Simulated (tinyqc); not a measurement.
# MOS capacitor on a p-type substrate, surface potential from the exact charge relation: Capacitance-voltage curves

Uniform p-type substrate, Boltzmann statistics, full ionisation, classical densities. psi is the surface potential against the body (positive when the bands bend down) and u = psi/Vt. Traps are spread evenly over the gap and neutral at flat band, so their charge is -q Dit psi; the minority quasi-Fermi level is shifted by Vb.

ni = sqrt(Nc Nv) exp(-Eg/(2 Vt)), Eg in volts; phiF = Vt ln(N/ni); Cox = eps0 eox/tox; Vfb = phiM - chi - (Eg - Vt ln(Nv/N)) - q Nf/Cox; Q0 = sqrt(2 eps0 eps_r q N Vt); r = (ni/N)^2 exp(-Vb/Vt); VT = Vfb + [(2 phiF + Vb)(1 + q Dit/Cox) + sqrt(2 eps0 eps_r q N (2 phiF + Vb))/Cox]. u = psi/Vt; F^2 = exp(-u) + u - 1 + r (exp(u) - u - 1); Qs = -sign(u) Q0 F; Cs = -dQs/dpsi = (Q0/Vt) |1 - exp(-u) + r (exp(u) - 1)|/(2 F). psi solves Vg = Vfb + psi + (q Dit psi - Qs)/Cox. Low frequency: 1/C_LF = 1/Cox + 1/(Cs + q Dit). High frequency, in the simple estimate in which traps and minority carriers do not follow: 1/C_HF = 1/Cox + 1/Cd, Cd being Cs with r = 0 at the same psi. Deep depletion: r = 0 and Dit = 0 both in the equation for psi and in Cs. Minority sheet density N_inv = (Q0/(2 q)) int_0^u r (exp(t) - 1)/F(t) dt for u > 0. N_inv under 1 cm^-2 is printed as 0. Regimes: accumulation when majority carriers gather, then depletion up to |psi| = phiF + Vb, weak inversion up to 2 phiF + Vb, strong inversion beyond.

Inputs (values chosen for the exercise); band and dielectric values close to those of germanium:
- T = 250 K (temperature)
- Eg = 0.664 eV (band gap)
- eps_r = 15.9 (relative permittivity)
- Nc = 7.91e18 cm^-3 (conduction-band density of states at T)
- Nv = 4.5e18 cm^-3 (valence-band density of states at T)
- chi = 4.07 eV (electron affinity)
- N = 7.5e17 cm^-3 (acceptor density of the substrate)
- eox = 7.41 (relative permittivity of the gate insulator (close to silicon nitride))
- tox = 4.2 nm (insulator thickness)
- phiM = 4.57 eV (gate work function)
- Nf = 0 cm^-2 (fixed charge at the interface, in units of q)
- Dit = 0 cm^-2 eV^-1 (density of interface traps)
- Vb = 0 V (reverse bias of the inversion layer against the body)

Constants: q = 1.602176634e-19 C, kB = 1.380649e-23 J/K, Vt = kB T/q, eps0 = 8.8541878128e-14 F/cm where lengths are in cm. Results are converted to the units shown.

Results:

| Vg (V) | psi (V) | C_LF/Cox | C_HF/Cox | C_deep/Cox | N_inv (cm^-2) | regime |
|---|---|---|---|---|---|---|
| -0.68 | -0.093449 | 0.91906 | 0.91906 | 0.91906 | 0 | accumulation |
| -0.36 | -0.057152 | 0.83753 | 0.83753 | 0.83753 | 0 | accumulation |
| -0.04 | 0.035406 | 0.52799 | 0.52799 | 0.52799 | 3.0272 | depletion |
| 0.28 | 0.23384 | 0.28778 | 0.28778 | 0.28778 | 12141 | depletion |
| 0.6 | 0.47469 | 0.21825 | 0.21665 | 0.21664 | 5.7545e8 | weak inversion |
| 0.91 | 0.64216 | 0.80859 | 0.19115 | 0.18182 | 9.9057e11 | strong inversion |
| 1.23 | 0.67832 | 0.92698 | 0.18681 | 0.15915 | 3.7089e12 | strong inversion |
| 1.87 | 0.70945 | 0.96573 | 0.18332 | 0.13137 | 9.6223e12 | strong inversion |

Estimate the missing row, Vg = 1.55 V.

Computed row:

| Vg (V) | psi (V) | C_LF/Cox | C_HF/Cox | C_deep/Cox | N_inv (cm^-2) | regime |
|---|---|---|---|---|---|---|
| 1.55 | 0.69674 | 0.95363 | 0.18472 | 0.14328 | 6.6338e12 | strong inversion |

With this row back in the table: C_LF/Cox is lowest, 0.218, at Vg = 0.6 V (weak inversion) among the rows listed and is 0.966 in the last row, where C_HF/Cox is 0.183 and the deep-depletion value 0.131. Vfb = -0.125 V, where C_HF/Cox = 0.642 (Cox in series with eps0 eps_r/LD), and VT = 0.732 V. Over the last two rows psi moves by only 0.040 V a volt of gate bias, since the inversion charge screens the body. In strong accumulation and inversion degeneracy and confinement, left out here, lower the capacitance.

Computed by the program tinyqc: `OMP_NUM_THREADS=1 python tinyqc.py 2060046 2060047 out.jsonl`, one thread of a shared Intel Xeon 2.30GHz, about 0.01 s for the whole run.
